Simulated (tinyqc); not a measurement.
The choice of windows: band offset from the macroscopic average of a supercell potential.

A model of the planar-averaged electrostatic energy of an electron in a periodic cell of N1 periods of A (L1 = N1 n1 h) and N2 periods of B (L2 = N2 n2 h), on z_j = j h: V(z) = f VA + (1 - f) VB + F t(z), VA = V1[0] + V1[1] cos(2 pi z/(n1 h)) + V1[2] cos(4 pi z/(n1 h)), VB the same with V2, n2 and z - L1. f = [tanh(z/w) - tanh((z - L1)/w) + tanh((z - L1 - L2)/w)]/2 + 1/2; t(z) = z - L1/2 in A and (L1/L2)(L1 + L2/2 - z) beyond, so that the cell is periodic.

Running mean over n points, periodic: for odd n the plain mean of the n points centred on j; for even n the n + 1 points with half weight at both ends. The macroscopic average applies the mean over n1 points and then over n2 points.

Parameters, chosen for this exercise (gaps near those of GaAs and Ge; shifted at random, so the results belong to these values and not to a real crystal):
```
symbol  value                unit         meaning
h       0.25                 angstrom     grid step
n1      5                                 grid points per period of A
n2      7                                 grid points per period of B
N1      5                                 periods of A
N2      5                                 periods of B
V1      (-8.46, 1.81, 0.23)  eV           mean and two harmonics of the potential in A
V2      (-8.89, 4.63, 0.33)  eV           the same in B
w       0.31                 angstrom     width of the interfaces
F       0.024                eV/angstrom  slope in A from opposite charges on the two interfaces
```

dV read at j = 12 and 42 after means over the numbers of points listed; ripple is the spread over the five points around each.

Results:
```
windows,dV (eV),ripple in A (meV),ripple in B (meV)
none,-2.997,3421,6792
5 only,-1.980,24,2626
7 only,-0.770,761,17
6 only,-1.274,451,1102
"6, 8",-0.324,60,109
"5, 7",-0.425,24,17
```

Which rows can be used, and how does a wrong window show?

The last row matches both periods and lies +5 meV from the value of a thick cell, V2[0] - V1[0] = -0.430 eV. Against it the raw potential errs by -2.57 eV. No other row is within 20 meV of it. A window one point too long leaves a ripple of 451 meV in A, against 24 meV in the last row (of which the slope F makes 24 meV): the ripple is the sign to look for. Rows to use, with under 30 meV of ripple in both regions once the tilt is taken off: 5, 7. A row with a large ripple can hit the right value only by chance.

Computed by tinyqc, a small Python program: `OMP_NUM_THREADS=1 python tinyqc.py 1881099 1881100 out.jsonl` (the numbers bound the seed that draws the inputs); one thread of a shared host (Intel(R) Xeon(R) Processor @ 2.30GHz), about 0.01 s for the whole set of steps.
